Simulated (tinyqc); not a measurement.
Worked calculation: coherent transport through a tight-binding region between two chains. Computed by tinyqc, a small Python program that keeps every step. Settings: temperature = 300, mu = -0.11. Command: `OMP_NUM_THREADS=1 python tinyqc.py 21645 21646 out.jsonl` (the two numbers bound the seeds that draw the settings). One thread of a shared host (Intel(R) Xeon(R) Processor @ 2.60GHz), about 0.09 s of CPU time with the checks.

## Transmission at E = -0.61 eV

H of the central region (eV):
$$\begin{pmatrix}
0.480000 & -1.150000 & 0.000000 \\
-1.150000 & -0.580000 & -1.310000 \\
0.000000 & -1.310000 & -0.590000
\end{pmatrix}$$

Leads: semi-infinite chains with site energy 0:
```
parameter                           value
lead hopping t (eV)              2.460000
coupling to the left lead (eV)   0.660000
coupling to the right lead (eV)  1.150000
left contact site                       1
right contact site                      3
```

E = -0.610000 eV

Surface Green function g = (E - i sqrt(4 t^2 - E^2)) / (2 t^2); self-energy tc^2 g on each contact site; G = (E - H - Sigma)^(-1); Gamma = -2 Im Sigma; T = Gamma_L Gamma_R |G_LR|^2; local density of states -Im G_ii / pi.

g = -0.050400-0.403368i 1/eV

G (1/eV):
$$\begin{pmatrix}
-0.734019-0.418373i & 0.123933-0.276408i & 0.647206+0.360944i \\
0.123933-0.276408i & 0.072869-0.275645i & 0.656232+0.236335i \\
0.647206+0.360944i & 0.656232+0.236335i & -0.553130-0.311447i
\end{pmatrix}$$

local density of states (1/eV): [0.133172, 0.087741, 0.099137]

transmission = 0.205893

## Transmission across the band

The same steps on a grid of energies.

T(E):
```
E (eV)              T
-4.67400000  0.000024
-4.20660000  0.000144
-3.73920000  0.000580
-3.27180000  0.002505
-2.80440000  0.015584
-2.33700000  0.200955
-1.86960000  0.128395
-1.40220000  0.082827
-0.93480000  0.113998
-0.46740000  0.293163
0.00000000   0.691557
0.46740000   0.317670
0.93480000   0.241404
1.40220000   0.695901
1.86960000   0.124827
2.33700000   0.011736
2.80440000   0.002384
3.27180000   0.000653
3.73920000   0.000201
4.20660000   0.000059
4.67400000   0.000011
```

levels of the isolated region (eV): [-2.167441, -0.036807, 1.514248]

## Current

I = (2e/h) int T(E) [f(E - mu - V/2) - f(E - mu + V/2)] dE at 300 K with mu = -0.11 eV, the bias not changing H; 2e^2/h = 77.48092 microsiemens; the integral runs over the band on 4001 points.

Current:
```
V (volt)  I (microampere)
0.010000         0.512759
0.050000         2.560900
0.100000         5.103859
0.200000        10.068428
0.400000        19.142522
0.800000        32.829167
```
